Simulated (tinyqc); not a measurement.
Charge control and current of a heterostructure field-effect transistor: one step, computed by the program tinyqc. Command: `OMP_NUM_THREADS=1 python tinyqc.py 3016825 3016826 out.jsonl hemt walk`. One thread of a shared host (Intel(R) Xeon(R) Processor @ 2.30GHz), about 0.01 s of CPU time with the checks.

Two subbands in a triangular well; E_F is counted from the conduction band edge of the channel at the interface.

Question. Levels and gate capacitance. Charge control: n_s = C_b (V_G - V_T - E_F/e)/e. Well: mean field F = e n_s/(2 eps eps_0), E_i = (hbar^2/2m)^(1/3) [(3 pi e F/2)(i + 3/4)]^(2/3), i = 0, 1; n_s = D k_B T sum_i ln(1 + exp((E_F - E_i)/k_B T)), D = m/(pi hbar^2), which is solved in closed form for E_F. C_g = e dn_s/dV_G = 1/(1/C_b + 1/C_q), 1/C_q = d(E_F/e)/d(e n_s) by a central difference of +/- 0.1 % in n_s; added distance dd = eps eps_0/C_q.

Inputs (values chosen for the exercise, modelled on AlGaAs/GaAs):

| quantity | value | unit |
|---|---|---|
| channel mass m | 0.067 | m_0 |
| permittivity eps (barrier and channel) | 12.2 | - |
| conduction band offset dE_c | 0.18 | eV |
| temperature T | 77 | K |
| spacer between delta layer and channel | 3.2 | nm |

Charge source: delta doping. Velocity law: two-piece.

sheet density n_s = 1.736614e+12 1/cm^2

barrier capacitance C_b = 0.3600703 microfarad/cm^2

Constants: k_B = 8.617333262e-05 eV/K; e = 1.602176634e-19 C; eps_0 = 8.8541878128e-12 F/m; hbar = 1.054571817e-34 J s; m_0 = 9.1093837015e-31 kg; k_B = 1.380649e-23 J/K.

Give: E_0; E_1; E_F; share in the second subband; gate capacitance C_g; added distance dd.

Answer.

E_0 = 105.6 meV

E_1 = 185.8 meV

E_F = 167.3 meV

share in the second subband = 0.6356 %

gate capacitance C_g = 0.3075 microfarad/cm^2

added distance dd = 5.125 nm

C_g is 85 % of C_b: the finite density of states and the rise of E_0 act as 5.1 nm of extra barrier. Caution: E_F lies above the conduction band minimum of the barrier, so electrons would spill into the barrier.
